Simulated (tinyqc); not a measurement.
Worked calculation: FCI on RHF in the 6-311g basis, for H-, spin multiplicity 1. The basis has no diffuse functions, so it cannot describe the extra electron: this is an exercise in the method, not the real anion. One step of it, computed by the program tinyqc.

Problem. Iteration 6 (converged): orbitals. Diagonalise F' = X^T F X, C = X C', fill 1 alpha and 1 beta electrons from the bottom; D = 2 C_occ C_occ^T. Each column has its largest component positive (the first on a tie).

converged F (hartree), lower triangle:
```
,1H 1s,1H 2s,1H 3s
1H 1s,1.153994
1H 2s,-0.021484,0.169888
1H 3s,-0.261960,-0.038268,0.063977
```

X:
```
,1,2,3
1H 1s,-1.182805,0.952862,0.349221
1H 2s,2.312658,-0.064800,0.427480
1H 3s,-1.552142,-0.822676,0.370813
```

Give: F' = X^T F X; orbital energies; coefficients C; D after iteration 6.

Solution.

F' = X^T F X (hartree), lower triangle:
```
,1,2,3
1,2.108
2,-1.092,1.501
3,-0.103,0.349,0.094
```

orbital energies (hartree): MO1 -0.004, MO2 0.739, MO3 2.968

coefficients C:
```
,MO1,MO2,MO3
1H 1s,0.175,0.085,-1.546
1H 2s,0.175,1.488,1.814
1H 3s,0.765,-1.437,-0.757
```

D after iteration 6, lower triangle:
```
,1H 1s,1H 2s,1H 3s
1H 1s,0.061
1H 2s,0.061,0.061
1H 3s,0.268,0.267,1.170
```
